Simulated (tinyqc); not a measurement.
Comparisons within one model: sp3s* tight binding. A value that a table varies takes the place of the one given here.

sp3s* tight binding, nearest neighbours only: anion (a) at 0, cation (c) at a/4 (1,1,1), orbitals s, px, py, pz, s* on each; k in units of 2 pi/a. With phases e_j = exp(i (pi/2) k.n_j) for n = (1,1,1), (1,-1,-1), (-1,1,-1), (-1,-1,1): g0 = (e1+e2+e3+e4)/4, g1 = (e1+e2-e3-e4)/4, g2 = (e1-e2+e3-e4)/4, g3 = (e1-e2-e3+e4)/4. The diagonal holds the levels Esa, Epa, Exa (s*) and Esc, Epc, Exc. Anion-cation block: <sa|sc> = Vss g0; <sa|xc> = Vsapc g1; <xa|sc> = -Vscpa g1; <xa|xc> = Vxx g0; <xa|yc> = <ya|xc> = Vxy g3, <xa|zc> = <za|xc> = Vxy g2, <ya|zc> = <za|yc> = Vxy g1; <s*a|xc> = Vxapc g1; <xa|s*c> = -Vpaxc g1; y and z take g2 and g3 in place of g1; s-s* and s*-s* vanish.

Values chosen for the exercise (near a published set for Si, fitted to gaps, whose masses and valley positions are rough; shifted at random, so the results belong to these values and not to a real crystal): Esa = -4.174 eV (s level of the anion); Epa = 1.691 eV (p level of the anion); Esc = -4.174 eV (s level of the cation); Epc = 1.691 eV (p level of the cation); Exa = 6.728 eV (s* level of the anion); Exc = 6.728 eV (s* level of the cation); Vss = -8.318 eV (s-s); Vxx = 1.731 eV (px-px); Vxy = 4.6 eV (px-py); Vsapc = 5.784 eV (s anion, p cation); Vscpa = 5.784 eV (s cation, p anion); Vxapc = 5.425 eV (s* anion, p cation); Vpaxc = 5.425 eV (p anion, s* cation); eta = 2 (scaling exponent); D001 = 0.8 (ratio -ezz/exx).

## What the s* orbital does

The s* couplings Vxapc and Vpaxc are scaled by f; f = 0 is the plain sp3 model. Gaps from the top of the valence band at Gamma; the Delta value is the minimum on (x,0,0), 0.5 <= x <= 1.

Gaps (eV):

| f | Gamma | Delta | L | x of the minimum |
|---|---|---|---|---|
| 0.00 | 3.4620 | 4.1369 | 4.1215 | 0.500 |
| 0.25 | 3.4620 | 3.8468 | 3.9320 | 0.500 |
| 0.50 | 3.4620 | 3.1874 | 3.5079 | 0.548 |
| 0.75 | 3.4620 | 2.2350 | 3.0289 | 0.693 |
| 0.90 | 3.4620 | 1.6216 | 2.7508 | 0.719 |
| 1.00 | 3.4620 | 1.2121 | 2.5486 | 0.727 |
| 1.10 | 3.4620 | 0.8054 | 2.1236 | 0.732 |

The gap at Gamma stays, since g1 to g3 vanish there. From f = 0 to 1 the s* levels lower the Delta value by 2.925 eV and L by 1.573 eV. For f = 0 and 0.25 the least value lies at x = 0.5, the end of the range: any valley further out lies above that value until s* has lowered it enough. The lowest of the three is Gamma at f = 0 and the Delta line at f = 1.

## Hydrostatic strain (sp3s* tight binding, strained)

Strain e moves each bond vector to d = (1 + e) d0 (no internal displacement for the diagonal strains used here) and k is given in fractions of the strained reciprocal cell, so the phases stay. Two-centre values Vss_sigma = Vss/4, Vsp_sigma = sqrt3 V/4 for each s-p and s*-p pair, Vpp_sigma = (Vxx + 2 Vxy)/4, Vpp_pi = (Vxx - Vxy)/4 are scaled by (d0/d)^eta and combined with the new direction cosines; the levels on the diagonal stay.

exx = eyy = ezz = e. Gaps as measured from the top of the valence band; the deformation potentials are (gap(0.01) - gap(-0.01))/0.06.

Gaps (eV):

| e | Gamma | Delta | L | x of the minimum |
|---|---|---|---|---|
| -0.03 | 3.6795 | 1.2314 | 2.5787 | 0.717 |
| -0.02 | 3.6047 | 1.2252 | 2.5688 | 0.720 |
| -0.01 | 3.5323 | 1.2187 | 2.5588 | 0.724 |
| 0.00 | 3.4620 | 1.2121 | 2.5486 | 0.727 |
| 0.01 | 3.3938 | 1.2053 | 2.4710 | 0.731 |
| 0.02 | 3.3276 | 1.1982 | 2.3704 | 0.734 |
| 0.03 | 3.2633 | 1.1910 | 2.2725 | 0.738 |

gap deformation potentials (eV): Gamma -2.308, Delta -0.225, L -1.462

Per unit of volume strain the gaps move by -2.31 (Gamma), -0.22 (Delta) and -1.46 eV (L). The lowest valley stays the Delta line over the range. These potentials follow from the one exponent eta, which fitted models replace by one for each integral; with it the sizes are rough, the sign for Delta can be wrong (in Si, Ge and the III-V crystals measured values are small and positive), and the pressures at which valleys cross, and which valley takes over, are rough too. A gap of zero, where one is listed, marks an s level that has sunk below the valence top.

## Biaxial strain splits the top of the valence band (sp3s* tight binding, strained)

No spin-orbit coupling; k = 0; exx = eyy = e, ezz = -D001 e. The four bonds keep equal lengths, and the sums over them give Vxx(e) for px and py and Vzz(e) for pz; each level is the lower root of [[Epa, V], [V, Epc]], and the s level the upper root of the s block. The shear potential b follows from E(x,y) - E(z) = 3 b (exx - ezz), taken as the slope between e = -0.005 and 0.005.

Couplings and levels at Gamma (eV):

| e | ezz | Vxx(e) | Vzz(e) | E(x,y) | E(z) | E(x,y) - E(z) (meV) | upper s level |
|---|---|---|---|---|---|---|---|
| -0.020 | 0.0160 | 1.6448 | 1.9859 | 0.0462 | -0.2949 | 341.1 | 4.2762 |
| -0.010 | 0.0080 | 1.6888 | 1.8569 | 0.0022 | -0.1659 | 168.1 | 4.2103 |
| -0.005 | 0.0040 | 1.7101 | 1.7935 | -0.0191 | -0.1025 | 83.4 | 4.1772 |
| 0.005 | -0.0040 | 1.7515 | 1.6693 | -0.0605 | 0.0217 | -82.2 | 4.1107 |
| 0.010 | -0.0080 | 1.7715 | 1.6084 | -0.0805 | 0.0826 | -163.1 | 4.0773 |
| 0.020 | -0.0160 | 1.8102 | 1.4890 | -0.1192 | 0.2020 | -321.3 | 4.0102 |

b = -3.067 eV

Under tension in the plane (e > 0) the bonds tilt towards the plane, Vxx grows to 1.7715 and Vzz falls to 1.6084 eV at e = 0.01, and the pz state forms the top of the valence band, by 163.1 meV; under compression (e = -0.01) the px, py pair does, by 168.1 meV. The slope gives b = -3.07 eV, a rough value, since on-site strain terms are left out (measured values lie near -2 eV).

## What each parameter does

Gaps from the top of the valence band at Gamma; Delta is the minimum on (x,0,0), 0.5 <= x <= 1. A change on one sublattice alone makes the two atoms unequal. Each row changes one parameter from the base and keeps the others.

Results:

| case | Ev (eV) | gap Gamma (eV) | gap Delta (eV) | gap L (eV) |
|---|---|---|---|---|
| base | -0.0400 | 3.4620 | 1.2121 | 2.5486 |
| Vxapc = 5.125 eV | -0.0400 | 3.4620 | 1.3206 | 2.5662 |
| Exc = 6.928 eV | -0.0400 | 3.4620 | 1.2477 | 2.5647 |
| Exa = 6.428 eV | -0.0400 | 3.4620 | 1.1542 | 2.4459 |
| Vscpa = 6.084 eV | -0.0400 | 3.4620 | 1.2827 | 2.5412 |
| Vpaxc = 5.125 eV | -0.0400 | 3.4620 | 1.3206 | 2.5662 |
| Vss = -8.618 eV | -0.0400 | 3.4620 | 1.1915 | 2.5356 |

The largest shifts from the base row, up to three for each result and ties (the steps differ in size, so this ranks the rows, not the parameters). Ev (eV): unchanged at the printed digits by Vxapc, Exc, Exa, Vscpa, Vpaxc and Vss. gap Gamma (eV): unchanged at the printed digits by Vxapc, Exc, Exa, Vscpa, Vpaxc and Vss. gap Delta (eV): Vxapc +0.1085, Vpaxc +0.1085, Vscpa +0.0706. gap L (eV): Exa -0.1027, Vpaxc +0.0176, Vxapc +0.0176. Vxapc, Exc, Exa, Vscpa and Vpaxc cannot move Ev or the gap at Gamma, whose blocks do not hold them; s parameters never move Ev, and move the gap only where the lowest empty level at Gamma is s-like.

Computed by tinyqc, a small Python program: `OMP_NUM_THREADS=1 python tinyqc.py 1481248 1481249 out.jsonl` (the numbers bound the seed that draws the inputs); one thread of a shared host (Intel(R) Xeon(R) Processor @ 2.30GHz), about 0.1 s for the whole set of steps.
